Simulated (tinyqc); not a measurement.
# Resistance of a source-drain extension with a graded tip: what changes with what

y runs along the channel, the gate covers y > 0. The doping is N0 for y < y0 and N0 10^(-(y - y0)/la) beyond, uniform over the depth xj. Sheet conductance s(y) = q mu(N) max(N - Nch, 0) xj + (for y > 0) ma Cox Vo, with mu(N) = u0 + (u1 - u0)/(1 + (N/Nr)^au) and Cox = eps0 eox/tox. Current is taken as one-dimensional; depletion of the tip, spreading and the contact are left out. The metallurgical junction lies at yj, where N = Nch.

Parameters, values chosen for the exercise; mobility law close to that of electrons in silicon: relative permittivity of the gate insulator (close to silicon dioxide) eox = 3.9; insulator thickness tox = 3.2 nm; active doping of the extension far from the gate N0 = 9.6e19 cm^-3; lateral abruptness la = 4.6 nm/decade; position under the gate where the fall begins (gate edge at 0) y0 = 2.7 nm; depth of the extension xj = 23 nm; channel doping Nch = 3.3e18 cm^-3; spacer length Ls = 6 nm; gate overdrive Vo = 0.51 V; mobility of the gate-induced layer ma = 220 cm^2/(V s); mobility at low doping u1 = 1414 cm^2/(V s); mobility at high doping u0 = 68.5 cm^2/(V s); reference doping Nr = 9.2e16 cm^-3; exponent au = 0.711; gate length Lg = 60 nm.

Constants: q = 1.602176634e-19 C, eps0 = 8.8541878128e-14 F/cm where lengths are in cm. Results are converted to the units shown.

Each table varies one quantity; the others keep the values above.

## Abruptness at a fixed junction position

R_spacer = integral of dy/s from -Ls to 0, R_ov from 0 to yj, R_channel = (Lg - 2 yj)/(ma Cox Vo), R_total = 2 R_spacer + 2 R_ov + R_channel. Electrical length L_eff = ma Cox dR_total/d(1/Vo); R_series = R_total - L_eff/(ma Cox Vo). y0 is moved with la so that yj stays at 9.4333 nm.

The same in every row: yj (nm) = 9.433; R_channel (ohm um) = 339.7.

Abruptness at a fixed junction position:
```
la (nm/decade)	R_spacer (ohm um)	R_ov (ohm um)	R_total (ohm um)	L_eff (nm)	R_series (ohm um)
1	2.251	6.108	356.5	41.53	13.46
2.2	2.251	9.375	363.0	41.96	16.45
3.5	2.251	12.91	370.1	42.42	19.68
4.7	2.251	16.18	376.6	42.85	22.66
6	2.251	19.72	383.7	43.32	25.90
7.2	2.329	22.92	390.2	43.75	28.91
8.5	2.823	26.02	397.4	44.20	32.36
9.7	3.662	28.57	404.2	44.60	35.79
```

What does the table show?

As la goes from 1 to 9.7 nm/decade, R_total rises from 356 to 404 ohm um, R_spacer rises from 2.25 to 3.66 ohm um and R_ov rises from 6.11 to 28.6 ohm um. R_total changes on average by 5.49 ohm um for each nm/decade. L_eff exceeds the metallurgical length by 0.394 nm in the first row and 3.47 nm in the last, since the gate also controls the lightly doped tips.

## Effect of the depth of the extension

Same model as above.

The same in every row: yj (nm) = 9.433; R_channel (ohm um) = 339.7.

Effect of the depth of the extension:
```
xj (nm)	R_spacer (ohm um)	R_ov (ohm um)	R_total (ohm um)	L_eff (nm)	R_series (ohm um)
4	12.94	36.66	438.9	46.57	54.33
5.6	9.244	31.99	422.2	45.60	45.56
7.7	6.723	27.81	408.8	44.80	38.80
11	4.706	23.48	396.1	44.02	32.51
15	3.451	20.06	386.8	43.45	27.86
21	2.465	16.74	378.1	42.94	23.49
29	1.785	13.93	371.2	42.54	19.84
40	1.294	11.49	365.3	42.21	16.66
```

As xj goes from 4 to 40, R_total falls from 439 to 365 ohm um, L_eff falls from 46.6 to 42.2 nm and R_series falls from 54.3 to 16.7 ohm um.

Numbers from tinyqc (`OMP_NUM_THREADS=1 python tinyqc.py 2282246 2282247 out.jsonl`; about 0.04 s on one thread of a shared Intel Xeon 2.30GHz).
